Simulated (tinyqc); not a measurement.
Coulomb enhancement above the gap: Wannier exciton and Elliott formula.

Values chosen for the exercise (out of a larger set: near those of Ge at its direct gap; not measured data): xs = (0.041, 0.11, 0.78, 1.1, 6.1, 12, 37, 130) ((E - Eg)/Ry*).

Ry* = 1.5447 meV

With x = (E - Eg)/Ry* and y = pi/sqrt(x): S3 = y exp(y)/sinh(y), and S2 = exp(y)/cosh(y). Free-pair absorption goes as sqrt(x) in three dimensions and is constant in two.

Factors:
```
x        E - Eg (meV)  sqrt(x)      S3  S3 sqrt(x)     S2
0.041            0.06    0.202  31.030       6.283  2.000
0.11             0.17    0.332  18.945       6.283  2.000
0.78             1.20    0.883   7.120       6.288  1.998
1.1              1.70    1.049   6.006       6.299  1.995
6.1              9.42    2.470   2.761       6.819  1.854
12              18.54    3.464   2.167       7.507  1.720
1.3e+02        200.82   11.402   1.301      14.830  1.269
```

Give the missing row, x = 37.

Computed row:
```
x   E - Eg (meV)  sqrt(x)     S3  S3 sqrt(x)     S2
37         57.16    6.083  1.604       9.756  1.475
```

In three dimensions the product tends to 2 pi = 6.283 at the edge (6.283 in the first row), so the square-root onset becomes a step. Even 201 meV above the gap the enhancement is 1.30; it decays only as 1 + pi/sqrt(x) = 1.28. In two dimensions it never exceeds 2 and has fallen to 1.27.

Computed by tinyqc, a small Python program: `OMP_NUM_THREADS=1 python tinyqc.py 1280090 1280091 out.jsonl` (the numbers bound the seed that draws the inputs); one thread of a shared host (Intel(R) Xeon(R) Processor @ 2.30GHz), about 0.01 s for the whole set of steps.
